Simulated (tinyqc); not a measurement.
# Decay of LO phonons and the hot-phonon bottleneck in the cooling of electrons, step by step

A worked calculation. Computed by tinyqc, a small Python program that keeps every step. Command: `OMP_NUM_THREADS=1 python tinyqc.py 3011074 3011075 out.jsonl hotphonon walk`. One thread of a shared host (Intel(R) Xeon(R) Processor @ 2.30GHz), about 0.01 s of CPU time with the checks. Intermediate numbers are printed to about 6 digits and carried at full precision; extremes and crossings named in words are read from the listed rows.

n(E, T) = 1/(exp(E/(k_B T)) - 1) is the Bose occupation. Electrons have a temperature T_e; the LO modes within their reach share one occupation N; the decay products stay at the lattice temperature.

Inputs (values chosen for the exercise, modelled on gallium oxide):
```
quantity,value,unit
LO energy hbar omega,45.3,meV
"lifetime at T = 0, tau_0",1.1,ps
lattice temperature T,250,K
electron mass m*,0.279,m_0
eps_inf,3.57,-
static dielectric constant eps_s,9.99,-
electron density n,3e+18,1/cm^3
"density of LO modes that the electrons reach, N_m",3.2e+19,1/cm^3
power supplied per electron P,6.7,nW
step factor,0.02,-
```

Decay channel: two equal phonons (Klemens).

Constants: k_B = 8.617333262e-05 eV/K; c = 299792458 m/s; e^2/(4 pi eps_0) = 14.39964548 eV angstrom; hbar^2/(2 m_0) = 3.80998212 eV angstrom^2; hbar = 6.582119569e-16 eV s; e = 1.602176634e-19 C.

## Lifetime and Raman width

Decay rate 1/tau = (1/tau_0) [1 + 2 n(hbar omega/2)]. Full width Gamma = 1/(2 pi c tau) in 1/cm, c in cm/s.

thermal factor tau_0/tau = 2.07436

phonon lifetime tau = 0.530283 ps

Raman width Gamma = 10.0113 1/cm

equilibrium LO occupation N_0 = 0.139110

Stimulated decay shortens the lifetime by 52 %.

## Spontaneous emission time

Froehlich coupling alpha = (e^2/(4 pi eps_0)) (1/eps_inf - 1/eps_s) k_0/(2 hbar omega), k_0 = sqrt(m* hbar omega/(hbar^2/(2 m_0))); emission time tau_sp = hbar/(2 alpha hbar omega); bottleneck ratio r = (n/N_m) tau/tau_sp.

alpha = 1.64784

emission time tau_sp = 4.40883 fs

bottleneck ratio r = 11.2760

r compares the rate at which electrons exchange quanta with a mode to its decay rate. Exchange outruns decay, so a hot population builds up if the power is high enough. Caution: alpha is above 1/2, so hbar/tau_sp exceeds hbar omega and the emission time, a weak-coupling result, is only rough.

## Electron and phonon temperatures in closed form

Net emission per electron: [(N + 1) x - N]/tau_sp with x = exp(-hbar omega/(k_B T_e)), a simple two-level balance; steady state of the modes: n [(N + 1) x - N]/tau_sp = N_m (N - N_0)/tau; power per electron P = hbar omega [(N + 1) x - N]/tau_sp. With p = P tau_sp/(hbar omega): N = N_0 + r p and x = (p + N)/(N + 1); without hot phonons N = N_0. The mode temperature T_LO solves n(hbar omega, T_LO) = N.

reduced power p = 0.00406995

LO occupation N = 0.185003

electron temperature T_e = 286.419 K

T_e without hot phonons = 253.476 K

mode temperature T_LO = 283.063 K

Hot phonons raise T_e by 33 K. T_LO lies close to T_e: electrons and LO modes form one hot system, cooled only by the decay.

## The same balance by iteration

Eliminating N gives P(T_e) = (hbar omega/tau_sp) [(N_0 + 1) x - N_0]/[1 + r (1 - x)]. Newton steps on ln P against ln T_e, times the step factor, each limited to 0.7 in ln T_e and to keeping a fifth of T_e - T; start at 1.5 T; stop when |ln(P/P(T_e))| < 1e-9 or after 40 steps.

Iterations:
```
step,T_e (K),P(T_e) (nW),ln(P/P(T_e))
0,375.000,24.4804,-1.29576
1,371.967,23.8491,-1.26964
2,369.067,23.2464,-1.24404
3,366.291,22.6707,-1.21897
4,363.634,22.1205,-1.19440
5,361.089,21.5944,-1.17033
6,358.649,21.0911,-1.14674
7,356.311,20.6093,-1.12364
8,354.068,20.1480,-1.10100
...,...,...,...
31,320.534,13.3556,-0.68982
32,319.611,13.1717,-0.67596
33,318.718,12.9939,-0.66237
34,317.854,12.8221,-0.64906
35,317.017,12.6560,-0.63602
36,316.207,12.4952,-0.62324
37,315.423,12.3398,-0.61072
38,314.663,12.1893,-0.59845
39,313.927,12.0436,-0.58643
```

converged (1 yes, 0 no) = 0

T_e from the iteration = 313.214 K

Not converged: the residual falls at every step, but slowly, by a factor of about 0.980 a step. Near the root each step multiplies the error by 1 - (step factor) = 0.98.

Reruns converge with step factor = 1.0; or with step factor = 0.7.
